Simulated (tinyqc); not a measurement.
What moves the results: Lorentz oscillators and the Kramers-Kronig relations. A value that a table varies takes the place of the one given here.

eps(E) = 1 + sum_j S_j/(E0_j^2 - E^2 - i G_j E).

Kramers-Kronig: eps1(E) = 1 + (2/pi) P integral_0^infinity E1 eps2(E1)/(E1^2 - E^2) dE1. Maclaurin rule on the grid E_j = j h, j = 1 .. M: eps1(E_i) = 1 + (4 h/pi) sum over j with j - i odd of E_j eps2(E_j)/(E_j^2 - E_i^2); nothing is added above E_M.

n + i k = sqrt(eps1 + i eps2) with k >= 0; R = ((n - 1)^2 + k^2)/((n + 1)^2 + k^2) at normal incidence from vacuum; alpha = 2 E k/(hbar c), times 1e8 for 1/cm; loss function Im(-1/eps) = eps2/(eps1^2 + eps2^2).

Constants: hbar c = 1973.269805 eV angstrom.

Inputs chosen for the exercise:
- E0 = (4.39) eV (resonances)
- G = (1.24) eV (widths)
- S = (11.1) eV^2 (strengths)
- h = 0.4 eV (grid step)
- M = 40 (grid points E_j = j h)
- E_t = 2.2 eV (energy below the first line)
- E = 3.35 eV (photon energy)

## Numerical transform against the formula

Every third grid point is listed; the error is the transform minus the formula.

Dielectric function:

| E (eV) | eps2 | eps1 formula | eps1 transform | error |
|---|---|---|---|---|
| 0.80 | 0.032 | 1.594 | 1.601 | 0.007 |
| 2.00 | 0.115 | 1.708 | 1.699 | -0.010 |
| 3.20 | 0.453 | 2.030 | 2.041 | 0.011 |
| 4.40 | 2.034 | 0.967 | 0.980 | 0.013 |
| 5.60 | 0.397 | 0.310 | 0.296 | -0.013 |
| 6.80 | 0.117 | 0.625 | 0.630 | 0.005 |
| 8.00 | 0.052 | 0.763 | 0.759 | -0.005 |
| 9.20 | 0.029 | 0.835 | 0.837 | 0.002 |
| 10.40 | 0.018 | 0.878 | 0.875 | -0.003 |
| 11.60 | 0.012 | 0.905 | 0.906 | 0.000 |
| 12.80 | 0.008 | 0.924 | 0.922 | -0.003 |
| 14.00 | 0.006 | 0.938 | 0.937 | -0.001 |
| 15.20 | 0.005 | 0.948 | 0.945 | -0.003 |

The largest error listed is -0.013 at 5.60 eV. The rule samples every 2h = 0.8 eV and the narrowest line is 1.24 eV wide, so it is barely resolved. The grid ends at 16 eV, where eps2 is still 0.004; the error at the last point listed, nearest the missing tail, is -0.003.

## How far the spectrum must be known

The integrals are done by adaptive quadrature and cut at E_cut. f-sum share: (2/pi) integral of E eps2 over sum S. Static share: (2/pi) integral of eps2/E over eps(0) - 1.

Cut integrals:

| E_cut (eV) | eps1(E_t) | f-sum share | static share |
|---|---|---|---|
| 3.5 | 1.178 | 0.085 | 0.268 |
| 4.8 | 1.600 | 0.567 | 0.792 |
| 6.6 | 1.722 | 0.826 | 0.967 |
| 8.8 | 1.736 | 0.892 | 0.990 |
| 13.2 | 1.741 | 0.936 | 0.997 |
| 21.9 | 1.742 | 0.963 | 0.999 |

eps1(E_t) from the formula = 1.743

Cut at 4.8 eV, just above the last line, eps1(E_t) lacks 0.142; cut at 21.9 eV it lacks 0.000. At 6.6 eV the static sum has reached 0.967 and the f-sum only 0.826: the f-sum weights eps2 by E and the static sum by 1/E, so the f-sum needs the far tail.

## Optical constants across the spectrum

Spectrum:

| E (eV) | eps1 | eps2 | n | k | R | loss |
|---|---|---|---|---|---|---|
| 0.66 | 1.588 | 0.026 | 1.260 | 0.010 | 0.013 | 0.010 |
| 1.56 | 1.651 | 0.075 | 1.285 | 0.029 | 0.016 | 0.027 |
| 2.45 | 1.795 | 0.182 | 1.341 | 0.068 | 0.022 | 0.056 |
| 3.35 | 2.089 | 0.562 | 1.458 | 0.193 | 0.041 | 0.120 |
| 4.25 | 1.459 | 2.001 | 1.403 | 0.713 | 0.107 | 0.326 |
| 5.15 | 0.138 | 0.759 | 0.674 | 0.563 | 0.136 | 1.275 |
| 6.05 | 0.461 | 0.234 | 0.699 | 0.167 | 0.041 | 0.876 |
| 6.94 | 0.647 | 0.105 | 0.807 | 0.065 | 0.013 | 0.245 |
| 7.84 | 0.750 | 0.058 | 0.867 | 0.033 | 0.005 | 0.102 |
| 8.74 | 0.812 | 0.036 | 0.902 | 0.020 | 0.003 | 0.054 |
| 9.64 | 0.853 | 0.024 | 0.924 | 0.013 | 0.002 | 0.033 |
| 10.54 | 0.882 | 0.017 | 0.939 | 0.009 | 0.001 | 0.022 |

Among the energies listed the largest values are at (eV): eps2 4.25; n 3.35; k 4.25; R 5.15; loss 5.15. eps1 never crosses zero, so there is no plasmon zero.

## What each oscillator parameter does

At the energy E. Each row changes one parameter from the base and keeps the others.

Results:

| case | eps1 | eps2 | n | k | R |
|---|---|---|---|---|---|
| base | 2.089 | 0.562 | 1.458 | 0.193 | 0.041 |
| E0 = (4.609) eV | 1.945 | 0.392 | 1.402 | 0.140 | 0.031 |
| G = (1.86) eV | 1.862 | 0.667 | 1.386 | 0.241 | 0.036 |
| S = (13.32) eV^2 | 2.307 | 0.674 | 1.535 | 0.220 | 0.052 |
| E = 3.518 eV | 2.150 | 0.727 | 1.486 | 0.245 | 0.047 |

The largest shifts from the base row, up to three for each result and ties (the steps differ in size, so this ranks the rows, not the parameters). eps1: G -0.227, S +0.218, E0 -0.144. eps2: E0 -0.170, E +0.165, S +0.112. n: S +0.076, G -0.072, E0 -0.056. k: E0 -0.053, E +0.052, G +0.048. R: S +0.011, E0 -0.009, E +0.007.

Computed by tinyqc, a small Python program: `OMP_NUM_THREADS=1 python tinyqc.py 1681037 1681038 out.jsonl` (the numbers bound the seed that draws the inputs); one thread of a shared host (Intel(R) Xeon(R) Processor @ 2.30GHz), about 0.1 s for the whole set of steps.
